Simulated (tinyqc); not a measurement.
Ways to converge the cycle: SCF convergence aids in the 6-31g basis, for H4, spin multiplicity 3. Computed by the program tinyqc with PySCF. 

Geometry (angstrom):
```
atom       x       y       z
H     0.0000  0.0000  0.0000
H     0.0000  0.0000  1.1480
H     0.0000  1.0610  0.0000
H     0.0000  1.0610  1.1480
```

lowest solution found by these runs and by PySCF with stability checks = -2.004351 hartree

UHF with one setting changed at a time; a run stops when the energy changes by less than 1e-09 hartree and the error matrix is below 1e-5. The start is the core Hamiltonian. Damping d keeps d of the old density; a shift (hartree) raises the virtual levels; DIIS n extrapolates F over n matrices.

Largest element of the error matrix X^T (FDS - SDF) X:
```
iteration    plain  damping 0.3  damping 0.6  shift 0.4   DIIS 3   DIIS 8
1          1.5e-01      1.5e-01      1.5e-01    1.5e-01  1.5e-01  1.5e-01
2          2.7e-02      6.3e-02      9.9e-02    5.5e-02  2.7e-02  2.7e-02
3          6.3e-03      2.8e-02      6.7e-02    2.1e-02  3.0e-03  3.0e-03
4          1.9e-03      1.3e-02      4.6e-02    8.4e-03  9.7e-05  9.7e-05
5          6.2e-04      5.8e-03      3.1e-02    3.6e-03  6.6e-06  2.7e-05
6          2.2e-04      2.8e-03      2.1e-02    1.6e-03  1.5e-06  2.8e-06
8          2.8e-05      6.9e-04      1.0e-02    3.4e-04        -        -
10         3.6e-06      1.9e-04      4.8e-03    8.1e-05        -        -
14               -      1.6e-05      1.2e-03    4.8e-06        -        -
20               -            -      1.6e-04          -        -        -
30               -            -      7.0e-06          -        -        -
```

How each run ends:
```
run          iterations  E (hartree)         state
plain                10    -2.004351  lowest found
damping 0.3          18    -2.004351  lowest found
damping 0.6          38    -2.004351  lowest found
shift 0.4            14    -2.004351  lowest found
DIIS 3                6    -2.004351  lowest found
DIIS 8                7    -2.004351  lowest found
```

6 of 6 runs reach the lowest solution found, in 6 to 38 iterations (fastest: DIIS 3). Plain steps already contract here, so damping only slows them. DIIS 3 and DIIS 8 gain by cancelling the error over several earlier matrices, much as a quasi-Newton step does.
